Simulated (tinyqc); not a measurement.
Shallow acceptor in the spherical four-band model: sweeps and comparisons. A value that a table varies takes the place of the one given here.

The ground state 1S3/2 has an L = 0 part f(r) and an L = 2 part g(r). In units of Ry* and a*, with Gaussians f_i = exp(-a_i r^2), g_i = r^2 exp(-a_i r^2), A = a_i + a_j and I(n) = Gamma((n + 1)/2)/(2 A^((n + 1)/2)): S_ff = I(2), S_gg = I(6), H_ff = (6 a_i a_j/A) I(2) - 2 I(1), H_gg = (14 a_i a_j/A) I(6) - 2 I(5), H_fg = -mu [15 I(2) - 20 a_j I(4) + 4 a_j^2 I(6)]; each function is then normalised. The split-off band is left out.

Converged values use 22 exponents 2.2^i, i = -7 to 14, for f and for g.

Units Ry* = Ry/(g1 eps^2) and a* = a0 eps g1; mu = (6 g3 + 4 g2)/(5 g1) is the spherical heavy-light coupling and delta = (g3 - g2)/g1 the cubic term, which is left out.

Constants: Ry = 13.60569312 eV; a0 (Bohr radius) = 0.5291772105 angstrom.

Values chosen for the exercise (near those of a shallow acceptor in GaSb; the results hold for these values, not for the real material):

| symbol | value | unit | meaning |
|---|---|---|---|
| mus | (0.12, 0.31, 0.49, 0.66, 0.71, 0.84, 0.88) |  | couplings |
| rc | 2.1 | angstrom | radius of the central cell |
| Vs | (2, 0, -0.5, -1.5, -2.5, -3.5) | eV | central-cell strengths |
| g1 | 13.35 |  | Luttinger gamma1 |
| g2 | 4.73 |  | gamma2 |
| g3 | 5.96 |  | gamma3 |
| eps | 16.2 |  | dielectric constant |

## Strength of the heavy-light coupling

Ry* = 3.8834 meV

Converged values in Ry* and a*; the heavy-mass hydrogen model gives 1/(1 - mu).

Results:

| mu | binding (Ry*) | 1/(1 - mu) | ratio | L = 2 weight | <r> (a*) | binding (meV) |
|---|---|---|---|---|---|---|
| 0.12 | 1.013 | 1.136 | 0.892 | 0.006 | 1.484 | 3.9 |
| 0.31 | 1.095 | 1.449 | 0.756 | 0.041 | 1.389 | 4.3 |
| 0.49 | 1.283 | 1.961 | 0.654 | 0.105 | 1.213 | 5.0 |
| 0.66 | 1.689 | 2.941 | 0.574 | 0.197 | 0.951 | 6.6 |
| 0.71 | 1.906 | 3.448 | 0.553 | 0.230 | 0.853 | 7.4 |
| 0.84 | 3.126 | 6.250 | 0.500 | 0.332 | 0.541 | 12.1 |
| 0.88 | 4.038 | 8.333 | 0.485 | 0.369 | 0.425 | 15.7 |

What does this show, and why?

The binding starts as 1 + O(mu^2), 1.013 at mu = 0.12, since the coupling enters in second order, and reaches 4.04 at mu = 0.88. The ratio to the heavy-mass model falls from 0.89 to 0.48, towards about 0.44 as mu goes to 1: the bound hole is only partly heavy. The L = 2 weight grows to 0.37 and the radius shrinks by a factor 3.5.

## Central-cell correction

mu = 0.81918
a* = 114.445 angstrom

A short-range term V exp(-r^2/rc^2) is added (negative: attracts the hole); its elements are V S (A/(A + 1/rc^2))^(3/2) for f and ^(7/2) for g, in the same units.

Results:

| V (eV) | 1S binding (meV) | 2S binding (meV) | <r> (angstrom) | L = 2 weight |
|---|---|---|---|---|
| 2.0 | 10.5 | 3.23 | 71.0 | 0.313 |
| 0.0 | 10.9 | 3.29 | 68.3 | 0.314 |
| -0.5 | 11.1 | 3.31 | 67.5 | 0.315 |
| -1.5 | 11.4 | 3.35 | 65.4 | 0.316 |
| -2.5 | 11.9 | 3.41 | 62.8 | 0.317 |
| -3.5 | 12.7 | 3.50 | 59.3 | 0.319 |

What does this show, and why?

From V = 0 to -3.5 eV the 1S binding grows by 1.7 meV (16 %) and the 2S binding by 0.21 meV, so the chemical shift sits mainly in the ground state. A repulsion of 2 eV removes 0.4 meV. The slope is 0.73 meV per eV over the last step against 0.21 on the repulsive side, since attraction pulls the state into the cell; over this range the level stays shallow.

## What each parameter does

Converged values. Each row changes one parameter from the base and keeps the others.

Results:

| case | mu | Ry* (meV) | binding (meV) | <r> (angstrom) |
|---|---|---|---|---|
| base | 0.819 | 3.88 | 10.92 | 68.3 |
| g1 = 14.42 | 0.758 | 3.60 | 7.93 | 92.4 |
| g2 = 4.02 | 0.777 | 3.88 | 9.13 | 80.6 |
| g3 = 5.48 | 0.776 | 3.88 | 9.11 | 80.8 |
| eps = 17.5 | 0.819 | 3.33 | 9.36 | 73.8 |

What can be read from the table?

The largest shifts from the base row, up to three for each result and ties (the steps differ in size, so this ranks the rows, not the parameters). mu: g1 -0.061, g3 -0.043, g2 -0.043; unchanged at the printed digits by eps. Ry* (meV): eps -0.56, g1 -0.29; unchanged at the printed digits by g2 and g3. binding (meV): g1 -2.99, g3 -1.80, g2 -1.78. <r> (angstrom): g1 +24.0, g3 +12.4, g2 +12.3. g1 acts twice: it lowers Ry* and it lowers mu.

tinyqc: `OMP_NUM_THREADS=1 python tinyqc.py 1282368 1282369 out.jsonl`; about 0.04 s, one thread, shared Intel(R) Xeon(R) Processor @ 2.30GHz.
